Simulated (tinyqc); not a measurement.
Comparisons within one model: Lorentz oscillators and the Kramers-Kronig relations. A value that a table varies takes the place of the one given here.

eps(E) = 1 + sum_j S_j/(E0_j^2 - E^2 - i G_j E).

Kramers-Kronig: eps1(E) = 1 + (2/pi) P integral_0^infinity E1 eps2(E1)/(E1^2 - E^2) dE1. Maclaurin rule on the grid E_j = j h, j = 1 .. M: eps1(E_i) = 1 + (4 h/pi) sum over j with j - i odd of E_j eps2(E_j)/(E_j^2 - E_i^2); nothing is added above E_M.

n + i k = sqrt(eps1 + i eps2) with k >= 0; R = ((n - 1)^2 + k^2)/((n + 1)^2 + k^2) at normal incidence from vacuum; alpha = 2 E k/(hbar c), times 1e8 for 1/cm; loss function Im(-1/eps) = eps2/(eps1^2 + eps2^2).

Constants: hbar c = 1973.269805 eV angstrom.

Values chosen for the exercise: E0 = (4.54) eV (resonances); G = (0.81) eV (widths); S = (87.4) eV^2 (strengths); h = 0.4 eV (grid step); M = 30 (grid points E_j = j h); E_t = 1.4 eV (energy below the first line); E = 7.07 eV (photon energy).

## Numerical transform against the formula

Every third grid point is listed; the error is the transform minus the formula.

Dielectric function:
```
E (eV),eps2,eps1 formula,eps1 transform,error
0.80,0.142,5.372,5.594,0.223
2.00,0.508,6.212,5.903,-0.309
3.20,1.982,8.931,9.440,0.509
4.40,21.831,8.666,6.862,-1.804
5.60,2.913,-5.902,-6.022,-0.120
6.80,0.701,-2.260,-2.161,0.098
8.00,0.294,-0.970,-1.052,-0.082
9.20,0.157,-0.347,-0.309,0.038
10.40,0.095,0.011,-0.048,-0.059
11.60,0.063,0.238,0.243,0.005
```

The largest error listed is -1.804 at 4.40 eV. The rule samples every 2h = 0.8 eV and the narrowest line is 0.81 eV wide, so it is barely resolved. The grid ends at 12 eV, where eps2 is still 0.055; the error at the last point listed, nearest the missing tail, is +0.005.

## How far the spectrum must be known

The integrals are done by adaptive quadrature and cut at E_cut. f-sum share: (2/pi) integral of E eps2 over sum S. Static share: (2/pi) integral of eps2/E over eps(0) - 1.

Cut integrals:
```
E_cut (eV),eps1(E_t),f-sum share,static share
3.6,1.803,0.056,0.175
5.0,4.948,0.685,0.840
6.8,5.572,0.887,0.978
9.1,5.640,0.931,0.993
13.6,5.662,0.959,0.998
22.7,5.667,0.977,1.000
```

eps1(E_t) from the formula = 5.669

Cut at 5 eV, just above the last line, eps1(E_t) lacks 0.721; cut at 22.7 eV it lacks 0.001. At 6.8 eV the static sum has reached 0.978 and the f-sum only 0.887: the f-sum weights eps2 by E and the static sum by 1/E, so the f-sum needs the far tail.

## Optical constants across the spectrum

Spectrum:
```
E (eV),eps1,eps2,n,k,R,loss
0.68,5.334,0.118,2.310,0.026,0.157,0.004
1.61,5.825,0.349,2.415,0.072,0.172,0.010
2.54,7.045,0.878,2.659,0.165,0.207,0.017
3.47,10.207,3.019,3.229,0.468,0.287,0.027
4.40,8.666,21.831,4.010,2.722,0.507,0.040
5.32,-7.649,4.846,0.838,2.890,0.714,0.059
6.25,-3.405,1.209,0.323,1.873,0.755,0.093
7.18,-1.728,0.513,0.193,1.329,0.758,0.158
8.11,-0.895,0.276,0.144,0.957,0.741,0.314
9.04,-0.410,0.169,0.129,0.653,0.696,0.859
9.97,-0.098,0.113,0.160,0.351,0.564,5.065
10.90,0.117,0.079,0.360,0.110,0.227,3.966
```

Among the energies listed the largest values are at (eV): eps2 4.40; n 4.40; k 5.32; R 7.18; loss 9.97. eps1 crosses zero at 4.56 and 10.35 eV; the last crossing is upward and marks the plasmon, against sqrt(sum S) = 9.35 eV for free electrons.

## What each oscillator parameter does

At the energy E. Each row changes one parameter from the base and keeps the others.

Results:
```
case,eps1,eps2,n,k,R
base,-1.867,0.559,0.202,1.381,0.759
E0 = (4.767) eV,-2.071,0.645,0.222,1.456,0.755
G = (1.215) eV,-1.741,0.802,0.296,1.352,0.662
S = (104.88) eV^2,-2.440,0.671,0.213,1.576,0.785
E = 7.424 eV,-1.458,0.428,0.176,1.220,0.755
```

The largest shifts from the base row, up to three for each result and ties (the steps differ in size, so this ranks the rows, not the parameters). eps1: S -0.573, E +0.408, E0 -0.204. eps2: G +0.243, E -0.130, S +0.112. n: G +0.094, E -0.027, E0 +0.019. k: S +0.195, E -0.161, E0 +0.075. R: G -0.096, S +0.026, E0 -0.004.

Run: tinyqc, `OMP_NUM_THREADS=1 python tinyqc.py 1650534 1650535 out.jsonl`; Intel(R) Xeon(R) Processor @ 2.30GHz, one thread, shared host; about 0.1 s of CPU time with all checks.
